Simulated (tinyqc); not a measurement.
What the thin-film term adds: Deal-Grove kinetics of thermal oxidation of silicon. Computed by tinyqc, a small Python program. Command: `OMP_NUM_THREADS=1 python tinyqc.py 3022352 3022353 out.jsonl oxide walk`. One thread of a shared host (Intel(R) Xeon(R) Processor @ 2.30GHz), about 0.09 s of CPU time with the checks.

Oxidant diffuses through the oxide and reacts at the interface, so that dx/dt = B/(A + 2x) for the oxide thickness x.

Inputs (values chosen for the exercise, close to those used for silicon):

| quantity | value | unit |
|---|---|---|
| prefactor B0 | 746 | um^2/h |
| activation energy E_B | 1.24 | eV |
| prefactor (B/A)0 | 3.95e+06 | um/h |
| activation energy E_A | 1.99 | eV |
| temperature T | 850 | C |
| oxidant pressure p | 10 | atm |
| pressure exponent m of B/A | 0.78 | - |
| initial oxide x_i | 0.01 | um |
| ratio c of the extra rate to B/A | 2.4 | - |
| decay length L | 0.0061 | um |

Ambient: dry oxygen. Surface: (100). Extension: thin-film term.

Constants: k_B = 8.617333262e-05 eV/K.

Method:
- B = B0 p exp(-E_B/(k_B T)), B/A = (B/A)0 p^m exp(-E_A/(k_B T)), p in atm; A = B/(B/A).
- Temperatures in kelvin are T(C) + 273.15.
- tau = (x_i^2 + A x_i)/B and x = (A/2) [sqrt(1 + 4 B (t + tau)/A^2) - 1], the root of x^2 + A x = B (t + tau).
- Thin-film (Massoud) form: dx/dt = B/(A + 2x) + c (B/A) exp(-x/L), integrated from x_i by fourth-order Runge-Kutta in 2000 steps, the i-th of length (2 i - 1) t/2000^2.

length A = 0.726989 um

parabolic constant B = 0.0203532 um^2/h

linear constant B/A = 0.0279966 um/h

Thickness:

| t (h) | Deal-Grove (um) | with the term (um) | difference (nm) |
|---|---|---|---|
| 0.02 | 0.01054 | 0.01079 | 0.2444 |
| 0.05 | 0.01136 | 0.01192 | 0.5571 |
| 0.1 | 0.01271 | 0.01368 | 0.9672 |
| 0.3 | 0.01809 | 0.01991 | 1.8281 |
| 1 | 0.03632 | 0.03859 | 2.2703 |
| 3 | 0.08434 | 0.08640 | 2.0546 |
| 10 | 0.22219 | 0.22377 | 1.5725 |
| 30 | 0.50259 | 0.50365 | 1.0642 |

What does the comparison show, and why?

The gain reaches at most 2.27 nm among these rows, at 1 h, and then shrinks, because the thicker film grows more slowly once diffusion matters. If the base rate kept its starting value B/(A + 2 x_i), the gain would level off at L ln(1 + c (1 + 2 x_i/A) exp(-x_i/L)) = 2.39 nm.
